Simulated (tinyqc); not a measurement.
MOSFET with velocity saturation and source resistance: one step of the calculation.

Strong inversion, charge Q = Cox (Vg - m V) at channel potential V with Vg the gate overdrive, and drift velocity v = mu E/(1 + mu E/vsat). Integrating along the channel gives I = mu Cox (1/L)(Vg Vd - m Vd^2/2)/(1 + Vd/Vc) per width, Vc = vsat L/mu, which peaks at Vdsat. Units: I in uA/um, Rs in ohm um, so the drop over Rs is 1e-6 I Rs volts.

Question. Saturation current with source resistance. Vg = Vgs - I Rs - VT (0 if negative), mu = mu0/(1 + th Vg), Vc = vsat L/mu, x = sqrt(1 + 2 Vg/(m Vc)), Vdsat = 2 Vg/(m (1 + x)), Isat = Cox vsat Vg (x - 1)/(x + 1) per width. I(new) = Isat.

Parameters, values chosen for the exercise: gate capacitance Cox = 2.01 uF/cm^2; mobility at low gate voltage mu0 = 130 cm^2/(V s); mobility degradation th = 0 1/V; saturation velocity vsat = 7.1e6 cm/s; body factor m = 1.16; threshold VT = 0.51 V; channel length L = 2 um; source resistance Rs = 300 ohm um; gate voltage Vgs = 1.2 V.

I after iteration 1 = 25.443743 uA/um

Find: Vg; mu; Vc; Vdsat; Isat; I after iteration 2.

Answer.

Vg = 0.68237 V
mu = 130.00 cm^2/(V s)
Vc = 10.923 V
Vdsat = 0.57321 V
Isat = 24.898 uA/um
I after iteration 2 = 24.898 uA/um

Computed by the program tinyqc: `OMP_NUM_THREADS=1 python tinyqc.py 2500002 2500003 out.jsonl`, one thread of a shared Intel Xeon 2.30GHz, about 0.01 s for the whole run.
